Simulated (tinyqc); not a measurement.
Electron mobility in a silicon inversion layer, empirical terms and Matthiessen rule: effect of the temperature.

Inversion layer of sheet density Ns on a uniformly doped body. The mobility terms are empirical power laws with prefactors chosen for the exercise; adding their inverses (Matthiessen) is itself an approximation.

Nc and Nv are given at 400 K and scale as (T/400 K)^1.5; Eg is fixed. ni = sqrt(Nc Nv) exp(-Eg/(2 Vt)), Eg in volts; Ndep = sqrt(2 eps0 eps_r Nb (2 Vt ln(Nb/ni) + Vsb)/q); E = q (Ndep + eta Ns)/(eps0 eps_r), in MV/cm. With t = T/(300 K): muC = Ac (Ns/1e12 cm^-2) t/(Nb/1e17 cm^-3 + Nit/1e11 cm^-2), muP = Ap E^(-1/3) t^(-1.75), muS = As E^(-gs); 1/mu is the sum of the inverses.

Parameters, values chosen for the exercise; material values close to those of silicon:
- Eg = 1.14 eV (band gap)
- eps_r = 11.8 (relative permittivity of the semiconductor)
- Nc = 4.34e19 cm^-3 (conduction-band density of states at the reference temperature)
- Nv = 4.05e19 cm^-3 (valence-band density of states at the reference temperature)
- Nb = 2e17 cm^-3 (body doping)
- Vsb = 0.3 V (reverse body bias)
- eta = 0.5 (weight of the inversion charge in the effective field)
- Ap = 474 cm^2/(V s) (phonon-limited mobility at 1 MV/cm and 300 K)
- As = 651 cm^2/(V s) (roughness-limited mobility at 1 MV/cm)
- gs = 2 (exponent of the roughness term)
- Ac = 2000 cm^2/(V s) (Coulomb prefactor)
- Nit = 1.4e12 cm^-2 (charge at the interface)
- Ns = 9.4e11 cm^-2 (inversion density)

Constants: q = 1.602176634e-19 C, kB = 1.380649e-23 J/K, Vt = kB T/q, eps0 = 8.8541878128e-14 F/cm where lengths are in cm. Results are converted to the units shown.

Effect of the temperature:
```
T (K)	E (MV/cm)	muC (cm^2/(V s))	muP (cm^2/(V s))	muS (cm^2/(V s))	mu (cm^2/(V s))
120	0.36162	47.000	3306.9	4978.2	45.914
160	0.35775	62.667	2006.0	5086.5	60.051
200	0.35354	78.333	1362.9	5208.3	73.037
250	0.34787	97.917	927.27	5379.5	87.130
300	0.34179	117.50	677.94	5572.8	98.376
350	0.33531	137.08	520.96	5790.2	106.53
400	0.32844	156.67	415.26	6034.8	111.65
450	0.32119	176.25	340.43	6310.4	114.03
```

What does the table show?

As T goes from 120 to 450 K, E falls from 0.362 to 0.321 MV/cm and mu rises from 45.9 to 114 cm^2/(V s). The Coulomb term is the smallest in the first and the last row. For T = 120 to 160 K dopant freeze-out and degenerate screening, left out here, matter.

Program tinyqc, `OMP_NUM_THREADS=1 python tinyqc.py 2510149 2510150 out.jsonl`; Intel Xeon 2.30GHz, shared host, one thread, about 0.01 s.
